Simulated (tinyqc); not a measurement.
# MOS capacitor on a p-type substrate, surface potential from the exact charge relation: effects of single changes

Uniform p-type substrate, Boltzmann statistics, full ionisation, classical densities. psi is the surface potential against the body (positive when the bands bend down) and u = psi/Vt. Traps are spread evenly over the gap and neutral at flat band, so their charge is -q Dit psi; the minority quasi-Fermi level is shifted by Vb.

Parameters, values chosen for the exercise; band and dielectric values close to those of silicon: temperature T = 250 K; band gap Eg = 1.13 eV; relative permittivity eps_r = 11.5; conduction-band density of states at T Nc = 2.1e19 cm^-3; valence-band density of states at T Nv = 2.03e19 cm^-3; electron affinity chi = 4.08 eV; acceptor density of the substrate N = 1e16 cm^-3; relative permittivity of the gate insulator (close to silicon dioxide) eox = 3.9; insulator thickness tox = 3.1 nm; gate work function phiM = 4.57 eV; fixed charge at the interface, in units of q Nf = 0 cm^-2; density of interface traps Dit = 1.1e10 cm^-2 eV^-1; reverse bias of the inversion layer against the body Vb = 0 V.

Constants: q = 1.602176634e-19 C, kB = 1.380649e-23 J/K, Vt = kB T/q, eps0 = 8.8541878128e-14 F/cm where lengths are in cm. Results are converted to the units shown.

Each table varies one quantity; the others keep the values above.

## Capacitance-voltage curves

ni = sqrt(Nc Nv) exp(-Eg/(2 Vt)), Eg in volts; phiF = Vt ln(N/ni); Cox = eps0 eox/tox; Vfb = phiM - chi - (Eg - Vt ln(Nv/N)) - q Nf/Cox; Q0 = sqrt(2 eps0 eps_r q N Vt); r = (ni/N)^2 exp(-Vb/Vt); VT = Vfb + [(2 phiF + Vb)(1 + q Dit/Cox) + sqrt(2 eps0 eps_r q N (2 phiF + Vb))/Cox]. u = psi/Vt; F^2 = exp(-u) + u - 1 + r (exp(u) - u - 1); Qs = -sign(u) Q0 F; Cs = -dQs/dpsi = (Q0/Vt) |1 - exp(-u) + r (exp(u) - 1)|/(2 F). psi solves Vg = Vfb + psi + (q Dit psi - Qs)/Cox. Low frequency: 1/C_LF = 1/Cox + 1/(Cs + q Dit). High frequency, in the simple estimate in which traps and minority carriers do not follow: 1/C_HF = 1/Cox + 1/Cd, Cd being Cs with r = 0 at the same psi. Deep depletion: r = 0 and Dit = 0 both in the equation for psi and in Cs. Minority sheet density N_inv = (Q0/(2 q)) int_0^u r (exp(t) - 1)/F(t) dt for u > 0. N_inv under 1 cm^-2 is printed as 0. Regimes: accumulation when majority carriers gather, then depletion up to |psi| = phiF + Vb, weak inversion up to 2 phiF + Vb, strong inversion beyond.

Results:
```
Vg (V)   psi (V)  C_LF/Cox  C_HF/Cox  C_deep/Cox  N_inv (cm^-2)            regime
-1.32    -0.1922    0.9380    0.9380      0.9381              0      accumulation
-0.55   -0.05262    0.3931    0.3925      0.3928              0      accumulation
-0.16     0.2890   0.04867   0.04724     0.04720              0         depletion
0.22      0.6541   0.03275   0.03123     0.03121        5.343e6    weak inversion
0.61      0.9293    0.7650   0.02621     0.02484       7.455e11  strong inversion
0.99      0.9803    0.9175   0.02552     0.02133       3.030e12  strong inversion
1.38       1.005    0.9516   0.02521     0.01893       5.572e12  strong inversion
1.76       1.020    0.9657   0.02502     0.01723       8.106e12  strong inversion
```

Estimate the missing row, Vg = -0.94 V.

Computed row:
```
Vg (V)  psi (V)  C_LF/Cox  C_HF/Cox  C_deep/Cox  N_inv (cm^-2)        regime
-0.94   -0.1595    0.8765    0.8765      0.8765              0  accumulation
```

With this row back in the table: C_LF/Cox is lowest, 0.0327, at Vg = 0.22 V (weak inversion) among the rows listed and is 0.966 in the last row, where C_HF/Cox is 0.0250 and the deep-depletion value 0.0172. Vfb = -0.476 V, where C_HF/Cox = 0.198 (Cox in series with eps0 eps_r/LD), and VT = 0.372 V. Over the last two rows psi moves by only 0.041 V a volt of gate bias, since the inversion charge screens the body. In strong accumulation and inversion degeneracy and confinement, left out here, lower the capacitance.

## Effect of the insulator thickness on threshold and swing

ni = sqrt(Nc Nv) exp(-Eg/(2 Vt)), Eg in volts; phiF = Vt ln(N/ni); Cox = eps0 eox/tox; Vfb = phiM - chi - (Eg - Vt ln(Nv/N)) - q Nf/Cox; VT = Vfb + [(2 phiF + Vb)(1 + q Dit/Cox) + sqrt(2 eps0 eps_r q N (2 phiF + Vb))/Cox]. gamma = sqrt(2 eps0 eps_r q N)/Cox; Wm = sqrt(2 eps0 eps_r (2 phiF + Vb)/(q N)); m = 1 + (eps0 eps_r/Wm + q Dit)/Cox; swing m Vt ln 10; Cmin/Cox = 1/(1 + Cox Wm/(eps0 eps_r)).

The same in every row: Vfb (V) = -0.4759; 2 phiF (V) = 0.8011; Wm (nm) = 319.1.

Results:
```
tox (nm)  gamma (V^0.5)  VT (V)      m  swing (mV/decade)  Cmin/Cox
0.78            0.01290  0.3371  1.008              49.98  0.007156
1.2             0.01985  0.3435  1.012              50.19   0.01097
2.5             0.04135  0.3632  1.024              50.81   0.02258
3.8             0.06286  0.3830  1.037              51.44   0.03392
5.6             0.09263  0.4104  1.055              52.31   0.04920
8.3              0.1373  0.4515  1.081              53.62   0.07123
12               0.1985  0.5078  1.117              55.41   0.09982
```

Estimate the missing row, tox = 1.7 nm.

Computed row:
```
tox (nm)  gamma (V^0.5)  VT (V)      m  swing (mV/decade)  Cmin/Cox
1.7             0.02812  0.3511  1.017              50.43   0.01547
```

With this row back in the table: As tox goes from 0.78 to 12, VT rises from 0.337 to 0.508 V, the swing rises from 50.0 to 55.4 mV/decade and Cmin/Cox rises from 0.00716 to 0.0998. Vfb does not move. m - 1 goes as tox^(1.00), that is as 1/Cox.

## Effect of the relative permittivity of the gate insulator on threshold and swing

Same model as above.

The same in every row: Vfb (V) = -0.47593; 2 phiF (V) = 0.80113; Wm (nm) = 319.11.

Result of one run:
```
eox  gamma (V^0.5)   VT (V)       m  swing (mV/decade)  Cmin/Cox
9         0.022221  0.34564  1.0131             50.255  0.012261
```

What becomes of these results when the relative permittivity of the gate insulator eox is changed from 9 to 15, all else the same?

Result of the changed run:
```
eox  gamma (V^0.5)   VT (V)       m  swing (mV/decade)   Cmin/Cox
15        0.013333  0.33746  1.0079             49.995  0.0073928
```

The whole series:
```
eox  gamma (V^0.5)   VT (V)       m  swing (mV/decade)   Cmin/Cox
3.9       0.051279  0.37237  1.0302             51.105   0.027848
5         0.039998  0.36199  1.0236             50.775   0.021855
7.5       0.026665  0.34973  1.0157             50.385   0.014677
9         0.022221  0.34564  1.0131             50.255   0.012261
15        0.013333  0.33746  1.0079             49.995  0.0073928
22       0.0090904  0.33356  1.0054             49.871  0.0050525
30       0.0066663  0.33133  1.0039             49.800  0.0037101
```

As eox goes from 3.9 to 30, VT falls from 0.372 to 0.331 V, the swing falls from 51.1 to 49.8 mV/decade and Cmin/Cox falls from 0.0278 to 0.00371. Vfb does not move. m - 1 goes as eox^(-1.00), that is as 1/Cox.

Program tinyqc, `OMP_NUM_THREADS=1 python tinyqc.py 2060166 2060167 out.jsonl`; Intel Xeon 2.30GHz, shared host, one thread, about 0.01 s.
